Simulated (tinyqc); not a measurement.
Donor binding, ionisation and the Mott limit: two steps of the calculation.

Hydrogenic donor: Ry = (m0 q^3/(8 eps0^2 h^2)) me/eps_r^2 in eV, E0 = cc Ry, radius a = q/(8 pi eps0 eps_r E0), Mott density Nm = (0.26/a)^3. Below Nm the level sinks as Ed = E0 [1 - (N/Nm)^(1/3)]. Neutrality: Nc F12(eta) = N/(1 + 2 exp(eta + Ed/kB T)), F12(x) = (2/sqrt(pi)) int_0^infinity sqrt(u)/(1 + exp(u - x)) du.

Inputs (values chosen for the exercise); band and dielectric values close to those of germanium: temperature T = 100 K; relative permittivity eps_r = 16; mass in the hydrogenic formula, set independently of Nc me = 0.12 m0; conduction-band density of states at 100 K Nc = 2.02e18 cm^-3; ratio of the true binding energy to the hydrogenic one cc = 1; donor density N = 2.5e16 cm^-3.

Constants: q = 1.602176634e-19 C, kB = 1.380649e-23 J/K, eps0 = 8.8541878128e-12 F/m, h = 6.62607015e-34 J s, m0 = 9.1093837015e-31 kg, Vt = kB T/q. Results are converted to the units shown.

Problem 1. Binding energy, radius and Mott density. The mean spacing of the donors is N^(-1/3).

Find: Ry; E0; a; Nm; spacing over a; Ed.

Solution 1.

Ry = 6.3777 meV
E0 = 6.3777 meV
a = 7.0557 nm
Nm = 5.0038e16 cm^-3
spacing over a = 4.8471
Ed = 1.3170 meV

Problem 2. Ionisation. Solve the neutrality equation for eta. Boltzmann form: with k = (Nc/2) exp(-Ed/kB T) the ionised share is [-k + sqrt(k^2 + 4 k N)]/(2 N).

Ed = 1.3169933 meV

Give: eta; ionised share; n; ionised share, Boltzmann form.

Solution 2.

eta = -4.4155
ionised share = 97.260 %
n = 2.4315e16 cm^-3
ionised share, Boltzmann form = 97.271 %

With the level held at E0 the share would be 95.3 %.

Range of the model: A sharp level with degeneracy 2 overstates freeze-out near Nm, where the impurity band broadens and merges with the conduction band.

tinyqc, about 0.01 s, one thread, Intel Xeon 2.30GHz (shared host): `OMP_NUM_THREADS=1 python tinyqc.py 2330097 2330098 out.jsonl`
